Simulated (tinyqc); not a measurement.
sp3s* tight binding: one step. The Hamiltonian without spin-orbit coupling. Two cases, with inputs chosen for the exercise.

Question. Fill in the 10 x 10 matrix.

sp3s* tight binding, nearest neighbours only: anion (a) at 0, cation (c) at a/4 (1,1,1), orbitals s, px, py, pz, s* on each; k in units of 2 pi/a. With phases e_j = exp(i (pi/2) k.n_j) for n = (1,1,1), (1,-1,-1), (-1,1,-1), (-1,-1,1): g0 = (e1+e2+e3+e4)/4, g1 = (e1+e2-e3-e4)/4, g2 = (e1-e2+e3-e4)/4, g3 = (e1-e2-e3+e4)/4. The diagonal holds the levels Esa, Epa, Exa (s*) and Esc, Epc, Exc. Anion-cation block: <sa|sc> = Vss g0; <sa|xc> = Vsapc g1; <xa|sc> = -Vscpa g1; <xa|xc> = Vxx g0; <xa|yc> = <ya|xc> = Vxy g3, <xa|zc> = <za|xc> = Vxy g2, <ya|zc> = <za|yc> = Vxy g1; <s*a|xc> = Vxapc g1; <xa|s*c> = -Vpaxc g1; y and z take g2 and g3 in place of g1; s-s* and s*-s* vanish.

Give: H(k).

Case 1.

Values chosen (near a published set for Ge, fitted to gaps, whose masses and valley positions are rough; the results hold for these values, not for the real material): Esa = -5.834 eV (s level of the anion); Epa = 1.622 eV (p level of the anion); Esc = -5.834 eV (s level of the cation); Epc = 1.622 eV (p level of the cation); Exa = 6.394 eV (s* level of the anion); Exc = 6.394 eV (s* level of the cation); Vss = -6.824 eV (s-s); Vxx = 1.598 eV (px-px); Vxy = 4.875 eV (px-py); Vsapc = 5.457 eV (s anion, p cation); Vscpa = 5.457 eV (s cation, p anion); Vxapc = 5.234 eV (s* anion, p cation); Vpaxc = 5.234 eV (p anion, s* cation).

g0, g1, g2, g3: 0.6985739  0.4588773i  0.4588773i  -0.3014261

Answer.

H(k) (eV), lower triangle (Hermitian):
```
           sa        xa        ya        za       s*a       sc      xc      yc      zc     s*c
sa    -5.8340
xa          0    1.6220
ya          0         0    1.6220
za          0         0         0    1.6220
s*a         0         0         0         0    6.3940
sc    -4.7671   2.5041i   2.5041i    1.6449         0  -5.8340
xc   -2.5041i    1.1163   -1.4695  -2.2370i  -2.4018i        0  1.6220
yc   -2.5041i   -1.4695    1.1163  -2.2370i  -2.4018i        0       0  1.6220
zc    -1.6449  -2.2370i  -2.2370i    1.1163   -1.5777        0       0       0  1.6220
s*c         0   2.4018i   2.4018i    1.5777         0        0       0       0       0  6.3940
```

Case 2.

Values chosen (near a published set for GaSb, fitted to gaps, whose masses and valley positions are rough; the results hold for these values, not for the real material): Esa = -7.299 eV (s level of the anion); Epa = 0.854 eV (p level of the anion); Esc = -3.887 eV (s level of the cation); Epc = 2.919 eV (p level of the cation); Exa = 6.631 eV (s* level of the anion); Exc = 5.992 eV (s* level of the cation); Vss = -6.152 eV (s-s); Vxx = 1.583 eV (px-px); Vxy = 4.128 eV (px-py); Vsapc = 4.952 eV (s anion, p cation); Vscpa = 4.655 eV (s cation, p anion); Vxapc = 4.997 eV (s* anion, p cation); Vpaxc = 4.207 eV (p anion, s* cation).

g0, g1, g2, g3: 0.6902578-0.1024571i  -0.1935078+0.3654727i  -0.1935078+0.3654727i  -0.1935078+0.3654727i

Answer.

H(k) (eV), lower triangle (Hermitian):
```
                  sa               xa               ya               za              s*a       sc
sa           -7.2990
xa                 0           0.8540
ya                 0                0           0.8540
za                 0                0                0           0.8540
s*a                0                0                0                0           6.6310
sc   -4.2465-0.6303i   0.9008+1.7013i   0.9008+1.7013i   0.9008+1.7013i                0  -3.8870
xc   -0.9583-1.8098i   1.0927+0.1622i  -0.7988-1.5087i  -0.7988-1.5087i  -0.9670-1.8263i        0
yc   -0.9583-1.8098i  -0.7988-1.5087i   1.0927+0.1622i  -0.7988-1.5087i  -0.9670-1.8263i        0
zc   -0.9583-1.8098i  -0.7988-1.5087i  -0.7988-1.5087i   1.0927+0.1622i  -0.9670-1.8263i        0
s*c                0   0.8141+1.5375i   0.8141+1.5375i   0.8141+1.5375i                0        0

         xc      yc      zc     s*c
xc   2.9190
yc        0  2.9190
zc        0       0  2.9190
s*c       0       0       0  5.9920
```

Computed by tinyqc, one run a case: `OMP_NUM_THREADS=1 python tinyqc.py N N+1 out.jsonl` with N = 1481911, 1481945; one thread of a shared Intel(R) Xeon(R) Processor @ 2.30GHz, about 0.07 s a run at most.
